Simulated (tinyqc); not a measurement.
# Illuminated p-n diode, drift-diffusion by the Gummel loop with Scharfetter-Gummel fluxes: two studies

Abrupt junction at x = 0, p side from -Lp, n side to Ln, ohmic contacts. psi is counted from the intrinsic level; n = ni exp((psi - phin)/Vt), p = ni exp((phip - psi)/Vt). Contacts: p side psi = V - Vt ln(Na/ni), p = Na, n = ni^2/Na; n side psi = Vt ln(Nd/ni), n = Nd, p = ni^2/Nd. Constant mobilities, D = mu Vt, Boltzmann statistics, SRH recombination through a mid-gap level, U = (n p - ni^2)/(tp (n + ni) + tn (p + ni)). Current is positive from the p contact to the n contact.

Parameters, values chosen for the exercise; band and dielectric values close to those of In0.53Ga0.47As:
- T = 275 K (temperature)
- Eg = 0.746 eV (band gap)
- eps_r = 13.8 (relative permittivity)
- Nc = 1.87e17 cm^-3 (conduction-band density of states at T)
- Nv = 6.84e18 cm^-3 (valence-band density of states at T)
- Na = 9.7e15 cm^-3 (acceptor density of the p side)
- Nd = 3.3e15 cm^-3 (donor density of the n side)
- mun = 9500 cm^2/(V s) (electron mobility)
- mup = 280 cm^2/(V s) (hole mobility)
- tn = 5e-10 s (SRH lifetime of electrons)
- tp = 6e-8 s (SRH lifetime of holes)
- Lp = 2.7 um (length of the p side)
- Ln = 1.9 um (length of the n side)

Constants: q = 1.602176634e-19 C, kB = 1.380649e-23 J/K, Vt = kB T/q, eps0 = 8.8541878128e-14 F/cm where lengths are in cm. Results are converted to the units shown.

Each table varies one quantity; the others keep the values above.

## Current against voltage in the dark

ni = sqrt(Nc Nv) exp(-Eg/(2 Vt)), Eg in volts. Poisson and both continuity equations are solved self-consistently with Scharfetter-Gummel fluxes on a graded mesh of 500 nodes. J_scr is q times the integral of U between -xp and xn. Ideal diffusion current J_id = q ni^2 [Dn coth(wp/Le)/(Le Na) + Dp coth(wn/Lh)/(Lh Nd)] (exp(V/Vt) - 1), Le = sqrt(Dn tn), Lh = sqrt(Dp tp), wp = Lp - xp, wn = Ln - xn, with xp and xn from the depletion approximation (W = sqrt(2 eps0 eps_r (Vbi - V)(1/Na + 1/Nd)/q), xp = W Nd/(Na + Nd), xn = W Na/(Na + Nd), Vbi = Vt ln(Na Nd/ni^2)). Ideality factor = 0.004 V/(Vt ln[J(V + 0.004 V)/J(V)]). Here G = 0.

In this table G = 0 cm^-3 s^-1.

Results:

| V (V) | J (A/cm^2) | ideality factor | J_scr/J (%) | J_id (A/cm^2) | share recombining at the contacts (%) | larger minority/doping at -xp and xn |
|---|---|---|---|---|---|---|
| 0.12 | 2.22e-4 | 1.29 | 62.9 | 8.26e-5 | 29.1 | 5.97e-7 |
| 0.19 | 0.00242 | 1.17 | 34.7 | 0.00159 | 51.0 | 1.13e-5 |
| 0.22 | 0.00736 | 1.11 | 23.9 | 0.00561 | 59.4 | 3.96e-5 |
| 0.25 | 0.0235 | 1.07 | 15.6 | 0.0199 | 65.7 | 1.39e-4 |
| 0.29 | 0.116 | 1.04 | 8.41 | 0.107 | 71.3 | 7.36e-4 |
| 0.32 | 0.395 | 1.03 | 5.05 | 0.378 | 74.0 | 0.00255 |
| 0.35 | 1.34 | 1.04 | 2.82 | 1.34 | 76.4 | 0.00868 |
| 0.39 | 6.69 | 1.08 | 1.07 | 7.20 | 81.0 | 0.0417 |

Estimate the missing row, V = 0.15 V.

Computed row:

| V (V) | J (A/cm^2) | ideality factor | J_scr/J (%) | J_id (A/cm^2) | share recombining at the contacts (%) | larger minority/doping at -xp and xn |
|---|---|---|---|---|---|---|
| 0.15 | 6.01e-4 | 1.25 | 51.2 | 2.94e-4 | 38.2 | 2.10e-6 |

With this row back in the table: J rises from 2.22e-4 to 6.69 A/cm^2; the ideality factor goes from 1.29 through a minimum of 1.03 (at V = 0.32 V among the rows listed) to 1.08. Recombination in the depleted layer carries over half of the current up to V = 0.15 V, where the factor is 1.25; it grows roughly as exp(V/2 Vt), so diffusion overtakes it. Where the factor is lowest (V = 0.32 V), J is 4.3 % above the ideal diffusion current.

## Solar-cell figures against the uniform generation rate

Jsc = -J(0), collected share Jsc/(q G (Lp + Ln)), estimate q G [W + Le tanh(wp/2 Le) + Lh tanh(wn/2 Lh)] at V = 0 with Le = sqrt(Dn tn), Lh = sqrt(Dp tp), W, wp = Lp - xp and wn = Ln - xn from the depletion approximation; J(Voc) = 0; Vmp maximises -J V; FF = Pmax/(Jsc Voc).

Result of one run:

| G (cm^-3 s^-1) | Jsc (mA/cm^2) | collected share (%) | estimate of Jsc (mA/cm^2) | Voc (V) | Vmp (V) | FF | Pmax (mW/cm^2) |
|---|---|---|---|---|---|---|---|
| 1e18 | 0.0400 | 54.2 | 0.0403 | 0.0686 | 0.0418 | 0.390 | 0.00107 |

What becomes of these results when the uniform generation rate G is changed from 1e18 to 1e20 cm^-3 s^-1, all else the same?

Result of the changed run:

| G (cm^-3 s^-1) | Jsc (mA/cm^2) | collected share (%) | estimate of Jsc (mA/cm^2) | Voc (V) | Vmp (V) | FF | Pmax (mW/cm^2) |
|---|---|---|---|---|---|---|---|
| 1e20 | 4.00 | 54.2 | 4.03 | 0.203 | 0.151 | 0.613 | 0.497 |

The whole series:

| G (cm^-3 s^-1) | Jsc (mA/cm^2) | collected share (%) | estimate of Jsc (mA/cm^2) | Voc (V) | Vmp (V) | FF | Pmax (mW/cm^2) |
|---|---|---|---|---|---|---|---|
| 3e17 | 0.0120 | 54.2 | 0.0121 | 0.0379 | 0.0214 | 0.326 | 1.48e-4 |
| 1e18 | 0.0400 | 54.2 | 0.0403 | 0.0686 | 0.0418 | 0.390 | 0.00107 |
| 6e18 | 0.240 | 54.2 | 0.242 | 0.122 | 0.0815 | 0.489 | 0.0143 |
| 2e19 | 0.800 | 54.2 | 0.806 | 0.158 | 0.111 | 0.548 | 0.0691 |
| 1e20 | 4.00 | 54.2 | 4.03 | 0.203 | 0.151 | 0.613 | 0.497 |

As G rises from 3e17 to 1e20, the collected share stays near 54.2 %, Voc rises from 0.0379 to 0.203 V and FF rises from 0.326 to 0.613. The estimate of Jsc is within 0.79 % in all rows. Voc gains 65.4 mV a decade of Jsc, an ideality of 1.20.

tinyqc, about 0.6 s, one thread, Intel Xeon 2.30GHz (shared host): `OMP_NUM_THREADS=1 python tinyqc.py 2240120 2240121 out.jsonl`
